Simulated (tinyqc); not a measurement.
Two-band k.p model of the Delta valleys near the X point under shear strain, step by step. Values are carried at full precision from step to step, so a last printed digit may differ when a step is redone from the rounded ones.

Constants: hbar^2/2m0 = 3.80998211 eV angstrom^2.

Inputs chosen for the exercise (near those of Si; shifted at random, so the results belong to these values and not to a real crystal): a = 5.432 angstrom (lattice constant); ml = 0.924 m0 (longitudinal mass); mt = 0.194 m0 (transverse mass); kx0 = 0.157 2 pi/a (distance of the minimum from X); D = 13.6 eV (shear deformation potential); Mp = 0.237 m0 (coupling mass); exy = 0.026 (shear strain); k = (-0.063, 0.011, 0.195) 1/angstrom (wave vector from X).

## Scales

k0 = kx0 2 pi/a; Delta = 2 c k0^2/ml with c = hbar^2/2m0, half the splitting of the two bands at k0; eta = D exy/Delta measures the shear coupling against it.

k0 = 0.18160 1/angstrom
Delta = 0.27197 eV
eta = 1.3001
splitting of the two bands at X, 2 |D exy| = 0.7072 eV

## The Hamiltonian at one k

Valley pair on the [001] axis, kz counted from the X point, c = hbar^2/2m0, k0 = kx0 2 pi/a. H = (c kz^2/ml + c (kx^2 + ky^2)/mt + c k0^2/ml) 1 + (2 c k0 kz/ml) sigma_z + (D exy - 2 c kx ky/Mp) sigma_x, so E = c kz^2/ml + c (kx^2 + ky^2)/mt + c k0^2/ml -/+ sqrt((2 c k0 kz/ml)^2 + (D exy - 2 c kx ky/Mp)^2). Without strain the lower band has its minima, E = 0, at kz = +/- k0. Shifts from diagonal strain are left out.

Fill in the 2 x 2 matrix (sigma_z diagonal) and give its levels.

H(k) (eV):
```
        1       2
1  0.6651  0.3759
2  0.3759  0.0811
```

levels (eV): -0.1029  0.8491

## Position, depth and masses of the minimum

For |eta| < 1: k_min = k0 sqrt(1 - eta^2), E_min = -Delta eta^2/2, ml(eta) = ml/(1 - eta^2), 1/m[110] = 1/mt + eta/Mp, 1/m[1-10] = 1/mt - eta/Mp. For |eta| > 1 the minimum sits at X: E_min = -Delta (2 |eta| - 1)/2, ml(eta) = ml/(1 - 1/|eta|), and eta is replaced by its sign in the transverse masses.

k_min = 0.0000 1/angstrom
E_min = -217.62 meV
ml(eta) = 4.003 m0

masses along [110] and [1-10] (m0): 0.1067  1.0693

The two valleys have merged at X; electrons are lighter along [110] (-45.0 % against mt) and heavier across (+451.2 %).

## The two bands along kz

kx = ky = 0, kz from 0 to 1.6 k0 in steps of 0.2 k0, with and without the strain.

Levels (eV):
```
kz/k0  kz (1/angstrom)    lower   upper  lower, no strain  upper, no strain
0.0             0.0000  -0.2176  0.4896            0.1360            0.1360
0.2             0.0363  -0.2163  0.4992            0.0870            0.1958
0.4             0.0726  -0.2122  0.5277            0.0490            0.2665
0.6             0.1090  -0.2045  0.5744            0.0218            0.3481
0.8             0.1453  -0.1922  0.6382            0.0054            0.4406
1.0             0.1816  -0.1741  0.7181            0.0000            0.5439
1.2             0.2179  -0.1494  0.8130            0.0054            0.6582
1.4             0.2542  -0.1171  0.9221            0.0218            0.7833
1.6             0.2906  -0.0766  1.0448            0.0490            0.9193
```

## Checks

- Depth of the minimum by numerical search against the closed form (eV): both -0.217615.
- Mass along [110] by finite differences against the closed form: both 0.1067.

Program tinyqc; command `OMP_NUM_THREADS=1 python tinyqc.py 1051336 1051337 out.jsonl`; about 0.01 s on one thread of a shared Intel(R) Xeon(R) Processor @ 2.30GHz.
